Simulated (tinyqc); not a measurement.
Bound state in one dimension: Numerov shooting, finite differences, DVR, step by step. Computed by tinyqc, a small Python program that keeps every step. Settings: points = 48. Command: `OMP_NUM_THREADS=1 python tinyqc.py 29033 29034 out.jsonl` (the two numbers bound the seeds that draw the settings). One thread of a shared host (Intel(R) Xeon(R) Processor @ 2.60GHz), about 0.01 s of CPU time with the checks.

## Numerov steps at E = 0.1

One particle of mass 1 in V = 5.48 (x^2 - 2.19^2)^2 / 2.19^4 (atomic units), psi = 0 at both ends:
```
parameter                 value
left end              -3.400000
right end              3.400000
intervals                    48
h                      0.141667
state sought (nodes)          2
```

k_i = 2 m (E - V_i); (1 + h^2 k_(i+1)/12) y_(i+1) = 2 (1 - 5 h^2 k_i/12) y_i - (1 + h^2 k_(i-1)/12) y_(i-1), from y_0 = 0, y_1 = 0.001.

Points along the way:
```
i           x          V           k         y
0   -3.400000  10.899296  -21.598592  0.000000
1   -3.258333   8.071328  -15.942656  0.001000
2   -3.116667   5.760959  -11.321918  0.002310
3   -2.975000   3.916373   -7.632746  0.004138
4   -2.833333   2.488056   -4.776113  0.006590
5   -2.691667   1.428798   -2.657596  0.009664
16  -1.133333   2.937839   -5.675677  0.079879
17  -0.991667   3.463130   -6.726259  0.106503
18  -0.850000   3.953310   -7.706620  0.147772
19  -0.708333   4.393410   -8.586821  0.212334
20  -0.566667   4.770765   -9.341530  0.314202
21  -0.425000   5.075010   -9.950020  0.476133
```

## Bisection on the node count

With more sign changes than the state has nodes (the last point included) the energy is too high, else too low; the bracket starts as 0.1 to 12.

Trials:
```
trial           E  sign changes  y at the right end   next
1      6.05000000             5           -4.12e-03  lower
2      3.07500000             2            1.64e+00  raise
3      4.56250000             4            2.94e-02  lower
4      3.81875000             2            5.66e-02  raise
5      4.19062500             4            5.57e-04  lower
6      4.00468750             2            5.54e-03  raise
7      4.09765625             3           -6.94e-04  lower
8      4.05117187             2            1.27e-03  raise
9      4.07441406             2            2.80e-05  raise
10     4.08603516             3           -3.94e-04  lower
11     4.08022461             3           -1.99e-04  lower
12     4.07731934             3           -8.94e-05  lower
13     4.07586670             3           -3.17e-05  lower
14     4.07514038             3           -2.09e-06  lower
...           ...           ...                 ...    ...
29     4.07508969             2            3.67e-10  raise
30     4.07508970             3           -8.94e-11  lower
31     4.07508969             2            1.39e-10  raise
```

eigenvalue = 4.07508969 hartree

## The same grid by other methods

Three-point finite differences and the sine-DVR kinetic matrix of Colbert and Miller on the same points.

Lowest levels (hartree):
```
state  finite differences       DVR
0                1.461609  1.466407
1                1.463149  1.467919
2                4.057821  4.075264
3                4.155525  4.176305
4                5.829773  5.857143
```
